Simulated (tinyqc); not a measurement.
# Thin film between two gates, subbands and threshold shift from confinement, step by step

Computed by the program tinyqc: `OMP_NUM_THREADS=1 python tinyqc.py 2350135 2350136 out.jsonl`, one thread of a shared Intel Xeon 2.30GHz, about 0.04 s for the whole run. Printed values are rounded.

Undoped body with a flat potential across it, hard walls, transport along x. One isotropic valley (g = 1, mx = my = mz = me). Non-parabolicity enters the subband edges through E (1 + al E) = gamma, so E = 2 gamma/(1 + sqrt(1 + 4 al gamma)); motion within a subband is taken as parabolic with the band-edge mass. Energies are counted from the bulk band edge.

Inputs (values chosen for the exercise); masses close to those of In0.53Ga0.47As:
- T = 300 K (temperature)
- me = 0.0412 m0 (mass at the band edge)
- al = 1.3 1/eV (non-parabolicity)
- t = 13.9 nm (film thickness (along z))
- dl = 0.2 nm (widening of the box by penetration into the insulator)

Constants: q = 1.602176634e-19 C, kB = 1.380649e-23 J/K, hbar = 1.054571817e-34 J s, m0 = 9.1093837015e-31 kg, Vt = kB T/q, hbar^2/(2 m0) = 0.0380998212 eV nm^2. Results are converted to the units shown.

Range of the model: Non-parabolicity also makes carriers heavier within each subband, which is left out, so densities of states are understated at high energy.

## Lowest subbands

gamma = C (pi k/(t + dl))^2/mz, C = hbar^2/(2 m0). List the 5 lowest, labelled by quantum numbers, with degeneracy g and N_k: N_k = g sqrt(mx my) m0 kB T/(pi hbar^2).

```
subband    E_k (eV)  g  N_k (cm^-2)
1        0.04345324  1  4.449268e11
2         0.1531429  1  4.449268e11
3         0.2978454  1  4.449268e11
4         0.4597477  1  4.449268e11
5         0.6306545  1  4.449268e11
```

## Threshold shift

Each subband has N_k = g sqrt(mx my) m0 kB T/(pi hbar^2); without degeneracy n = exp(EF/Vt) sum N_k exp(-E_k/Vt). Classical value Nc times t, Nc = sum over valleys of 2 g (m m0 kB T/(2 pi hbar^2))^1.5 with m = (mx my mz)^(1/3). Threshold shift dVT = Vt ln(classical value/sum N_k exp(-E_k/Vt)). Use the subbands listed.

shares, subband 1 to 5 (%): 98.57869  1.41605  0.00525  0.00001  0.00000
sum N_k exp(-E_k/Vt) = 8.404719e10 cm^-2
Nc = 2.098543e17 cm^-3
classical value = 2.916975e11 cm^-2
dVT = 32.16865 mV

With all subbands dVT = 32.17 mV. The lowest edge lies at 43.5 meV; dVT is smaller than that, since sum N_k exp(-(E_k - E_1)/Vt) exceeds the classical value.
